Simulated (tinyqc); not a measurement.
Plane-wave Kohn-Sham cycle with exchange-only LDA in a layered model solid, step by step. Computed by tinyqc, a small Python program that keeps every step. Settings: points = 16, plane-wave index or count = 3, electrons = 2, k points = 2, area = 17.0, mixing = 0.3, iteration cap = 50. Command: `OMP_NUM_THREADS=1 python tinyqc.py 20529 20530 out.jsonl` (the two numbers bound the seeds that draw the settings). One thread of a shared host (Intel(R) Xeon(R) Processor @ 2.60GHz), about 0.01 s of CPU time with the checks.

A solid whose potential varies along x alone (atomic units):
```
parameter                      value
period a                   11.100000
cross-section of the cell  17.000000
electrons per cell                 2
grid points                       16
plane waves -n..n, n               3
k points                           2
V1 in V1 cos(2 pi x/a)     -0.300000
V2 in V2 cos(4 pi x/a)      0.190000
```

Stop when sqrt(dV sum R^2) is below 1e-8, dV = a A/N.

Course of the cycle:
```
iteration  E (hartree)  norm of the residual
1            -0.571103              1.18e-01
2            -0.473382              6.23e-02
3            -0.453819              3.87e-02
4            -0.450817              2.74e-02
5            -0.450214              1.94e-02
6            -0.450026              1.34e-02
7            -0.449958              9.25e-03
8            -0.449935              6.36e-03
9            -0.449927              4.37e-03
10           -0.449925              3.01e-03
11           -0.449925              2.08e-03
...                ...                   ...
40           -0.450317              1.70e-02
41           -0.452325              4.15e-02
42           -0.463159              9.05e-02
43           -0.498538              1.45e-01
44           -0.529593              1.65e-01
45           -0.526221              1.61e-01
46           -0.523999              1.59e-01
47           -0.523527              1.59e-01
48           -0.523482              1.59e-01
49           -0.523498              1.59e-01
50           -0.523512              1.59e-01
```

Can the last value be used, and what does the course show?

Not by the stop rule. Not converged within 50 iterations: the residual wanders without falling. Reruns (cap 100 unless said): mixing 0.1: not converged; mixing 0.5, Kerker q0 1.0: converged in 64 (E = -0.44993); mixing 0.3, Pulay depth 5: converged in 10 (E = -0.44993); the original settings with a cap of 400: not converged.
